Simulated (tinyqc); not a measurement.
# Length offset and series resistance from crossing lines

Question. R_total = Rs + k (L - dL)/Vo with constant Rs, dL and k. Find k, dL and Rs.

R_total at (L, Vo) = (50, 0.42), (150, 0.42), (50, 0.85) and (150, 0.85), L in nm and Vo in V (ohm um): 315.42857  601.14286  251.97647  393.15294

Answer. At each overdrive R is a straight line in L with slope k/Vo; the two lines cross at L = dL, R = Rs.

k = 1.200 ohm um V/nm
dL = 6.100 nm
Rs = 190.0 ohm um

Computed by the program tinyqc: `OMP_NUM_THREADS=1 python tinyqc.py 2282003 2282004 out.jsonl`, one thread of a shared Intel Xeon 2.30GHz, about 0.06 s for the whole run.
